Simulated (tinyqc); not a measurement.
Resistance of a tapered via with liner, size effect and interface: one step of the calculation.

A round via whose diameter grows from db at the bottom as D(z) = db + 2 z/tan(ang). The fill, of diameter D - 2 tl, starts above the bottom liner (thickness fb tl) and has rho = rho0 (1 + ks lam/(D - 2 tl)); the sidewall liner conducts in parallel with it. The bottom liner and the interface are crossed over the full area pi db^2/4. Spreading in the lines above and below is left out.

Question. Slices of the via. Slices between z0 = fb tl and hv, evaluated at their midpoints: conductance per length pi/4 [(D - 2 tl)^2/rho + (D^2 - (D - 2 tl)^2)/rl], slice resistance = slice height over that. 6 slices.

Parameters, values chosen for the exercise; fill metal close to tungsten: diameter at the bottom db = 14 nm; height hv = 36 nm; sidewall angle ang = 89 degrees; bulk resistivity of the fill rho0 = 5.39 uohm cm; mean free path of the fill lam = 15.5 nm; size-effect factor ks = 1; liner on the sidewall tl = 2.8 nm; liner at the bottom over that on the sidewall fb = 1; resistivity of the liner rl = 310 uohm cm.

Find: z; D; rho; slice resistance.

Answer.

```
slice	z (nm)	D (nm)	rho (uohm cm)	slice resistance (ohm)
0	5.5667	14.194	15.111	13.294
1	11.100	14.388	14.897	12.576
2	16.633	14.581	14.693	11.911
3	22.167	14.774	14.497	11.294
4	27.700	14.967	14.309	10.721
5	33.233	15.160	14.129	10.188
```

Numbers from tinyqc (`OMP_NUM_THREADS=1 python tinyqc.py 2750115 2750116 out.jsonl`; about 0.01 s on one thread of a shared Intel Xeon 2.30GHz).
